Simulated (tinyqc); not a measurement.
Resistance of a tapered via with liner, size effect and interface: one step of the calculation.

A round via whose diameter grows from db at the bottom as D(z) = db + 2 z/tan(ang). The fill, of diameter D - 2 tl, starts above the bottom liner (thickness fb tl) and has rho = rho0 (1 + ks lam/(D - 2 tl)); the sidewall liner conducts in parallel with it. The bottom liner and the interface are crossed over the full area pi db^2/4. Spreading in the lines above and below is left out.

Problem. Total resistance. R_fill = sum of the slices; R_bottom = rl fb tl/(pi db^2/4); R_interface = ri/(pi db^2/4); ballistic (Sharvin) limit 1/(Sb pi (db - 2 tl)^2/4); ideal cylinder rho0 hv/(pi db^2/4).

Inputs (values chosen for the exercise); fill metal close to molybdenum:

| symbol | value | unit | meaning |
|---|---|---|---|
| db | 31 | nm | diameter at the bottom |
| hv | 52 | nm | height |
| rho0 | 5.3 | uohm cm | bulk resistivity of the fill |
| tl | 0.1 | nm | liner on the sidewall |
| fb | 1 |  | liner at the bottom over that on the sidewall |
| rl | 260 | uohm cm | resistivity of the liner |
| ri | 8.9e-13 | ohm cm^2 | interface resistivity at the bottom |
| Sb | 1.3e15 | S/m^2 | ballistic conductance per area, about 3/(4 rho0 lam) |

slice resistance, slice 0 to 5 (ohm): 0.78054116  0.76390971  0.74779928  0.73218850  0.71705708  0.70238573

Give: parts; R; shares; ballistic limit; ideal cylinder.

Solution.

parts (ohm): fill 4.4439, bottom liner 0.34448, interface 0.11792
R = 4.9063 ohm
shares (%): fill 90.575, bottom liner 7.021, interface 2.403
ballistic limit = 1.0324 ohm
ideal cylinder = 3.6515 ohm

The fill is the largest part, and R is 1.34 times the ideal cylinder. With 2000 slices R = 4.9064 ohm.

Program tinyqc, `OMP_NUM_THREADS=1 python tinyqc.py 2750194 2750195 out.jsonl`; Intel Xeon 2.30GHz, shared host, one thread, about 0.01 s.
